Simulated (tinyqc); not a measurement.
Exciton in an atomically thin sheet (Rytova-Keldysh potential), step by step. Values are carried at full precision from step to step, so a last printed digit may differ when a step is redone from the rounded ones.

Constants: Ry = 13.60569312 eV; a0 (Bohr radius) = 0.5291772105 angstrom; hbar^2/2m0 = 3.80998211 eV angstrom^2; e^2/(4 pi eps0) = 14.39964547 eV angstrom.

Inputs chosen for the exercise (near those of a MoTe2 monolayer; the results hold for these values, not for the real material): me = 0.544 m0 (electron mass); mh = 0.665 m0 (hole mass); kap = 4.4 (mean dielectric constant of the surroundings); Eg = 1.349 eV (gap, in these surroundings); al = (0.00102, 0.0046, 0.0207) 1/angstrom^2 (exponents a_i); r0 = 71.5 angstrom (screening length of the sheet).

## Exciton units

1/mu = 1/me + 1/mh, Ry* = Ry mu/kap^2, a* = a0 kap/mu.

mu = 0.29922 m0
Ry* = 210.286 meV
a* = 7.78 angstrom

## Hydrogen-like series

Binding Ry*/n^2 in three dimensions and Ry*/(n - 1/2)^2 in two; strengths relative to n = 1 go as 1/n^3 and (1/2)^3/(n - 1/2)^3. Lines at Eg less the binding.

Series:
```
n  3D binding (meV)  3D line (eV)  3D strength  2D binding (meV)  2D line (eV)  2D strength
1            210.29        1.1387       1.0000            841.14        0.5079       1.0000
2             52.57        1.2964       0.1250             93.46        1.2555       0.0370
3             23.37        1.3256       0.0370             33.65        1.3154       0.0080
4             13.14        1.3359       0.0156             17.17        1.3318       0.0029
```

## Overlap and kinetic matrices

Relative motion in the plane with V(k) = -2 pi q/(k (kap + r0 k)), q = e^2/(4 pi eps0), c = hbar^2/2m0. Normalised Gaussians exp(-a_i r^2): with A = a_i + a_j, S_ij = 2 sqrt(a_i a_j)/A, T_ij = (4c/mu)(a_i a_j/A) S_ij, V_ij = -q S_ij times the integral over k from 0 to infinity of exp(-k^2/4A)/(kap + r0 k).

Form S and T.

S, lower triangle:
```
         1        2        3
1  1.00000
2  0.77085  1.00000
3  0.42311  0.77139  1.00000
```

T (eV), lower triangle:
```
         1        2        3
1  0.02598
2  0.03278  0.11714
3  0.02095  0.14787  0.52714
```

## Potential matrix

Evaluate the integrals numerically.

V (eV), lower triangle:
```
          1         2         3
1  -0.15911
2  -0.16850  -0.25152
3  -0.13308  -0.25178  -0.36592
```

## Levels in the small basis

Solve (T + V) u = E S u; give the two lowest levels and the ground vector with u S u = 1 and its largest component positive.

levels (eV): -0.1533  0.0083

ground vector: 0.553  0.467  0.062

## The converged series

Converged values use 20 Gaussians with exponents 2^i/b^2, i = -11 to 8, b the larger of a0 kap/(2 mu) and sqrt(a0 r0/mu), a0 = 0.5291772 angstrom; p states use r exp(i theta) exp(-a r^2).

Levels against the two-dimensional hydrogen series Ry*/(n - 1/2)^2; eps_n is the dielectric constant that would give each level in that series.

Series:
```
state  binding (meV)  hydrogen (meV)  eps_n  Eg + E (eV)
1s             153.6           841.1  10.30        1.195
2p              58.7            93.5   5.55        1.290
2s              45.1            93.5   6.34        1.304
3p              25.6            33.6   5.04        1.323
3s              21.3            33.6   5.53        1.328
```

eps_n falls from 10.30 (1s) to 5.53 (3s) towards kap = 4.4: larger orbits see less of the sheet. 2p is bound 13.6 meV more strongly than 2s, which pure Coulomb attraction keeps degenerate. The small basis misses the 1s binding by 0.3 meV.

## Checks

- 1s binding for r0 = 0 against 4 Ry*, meV: 840.8 against 841.1.
- 2p binding for r0 = 0 against 4 Ry*/9, meV: both 93.46.

Program tinyqc; command `OMP_NUM_THREADS=1 python tinyqc.py 1281036 1281037 out.jsonl`; about 0.03 s on one thread of a shared Intel(R) Xeon(R) Processor @ 2.30GHz.
